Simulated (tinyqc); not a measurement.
Quantum-well laser, gain and threshold: one step of the calculation.

One electron and one heavy-hole subband per well, parabolic, with equal sheet densities n of electrons and holes; k-conserving transitions, TE polarisation, no line broadening, so the gain starts as a step at E0 and peaks there. All wells are pumped alike.

Question. Gain spectrum at threshold. At photon energy E: fe = 1/(1 + exp(((mr/me)(E - E0) - Fc)/Vt)), fh = 1/(1 + exp(((mr/mh)(E - E0) - Fv)/Vt)), g = g0(E0)(E0/E)(fe + fh - 1).

Parameters, values chosen for the exercise; well values close to those of gallium arsenide:
```
symbol,value,unit,meaning
T,300,K,temperature
E0,1.56,eV,lowest transition energy
me,0.066,m0,in-plane electron mass
mh,0.371,m0,in-plane hole mass
```

Constants: q = 1.602176634e-19 C, kB = 1.380649e-23 J/K, Vt = kB T/q. Results are converted to the units shown.

| point | E - E0 (eV) |
|---|---|
| 0 | 0 |
| 1 | 0.0009 |
| 2 | 0.0018 |
| 3 | 0.0027 |
| 4 | 0.0036 |
| 5 | 0.0045 |
| 6 | 0.0054 |
| 7 | 0.0063 |

Fc = 0.034095414 eV
Fv = -0.029547081 eV
mr = 0.056032037 m0
g0(E0) = 7959.0314 1/cm

Wanted: fe; fh; g.

Answer.

| point | fe | fh | g (1/cm) |
|---|---|---|---|
| 0 | 0.7890 | 0.2418 | 244.9 |
| 1 | 0.7840 | 0.2408 | 197.7 |
| 2 | 0.7790 | 0.2399 | 149.8 |
| 3 | 0.7739 | 0.2389 | 101.4 |
| 4 | 0.7686 | 0.2379 | 52.3 |
| 5 | 0.7633 | 0.2370 | 2.7 |
| 6 | 0.7580 | 0.2360 | -47.5 |
| 7 | 0.7525 | 0.2351 | -98.3 |

The gain turns into absorption at E - E0 = Fc + Fv = 0.00455 eV (Bernard-Duraffourg condition), inside the listed range.

Range of the model: The second hole subband, left out here, lies within about 2 Vt of the first in a well this wide.

Numbers from tinyqc (`OMP_NUM_THREADS=1 python tinyqc.py 2840008 2840009 out.jsonl`; about 0.01 s on one thread of a shared Intel Xeon 2.30GHz).
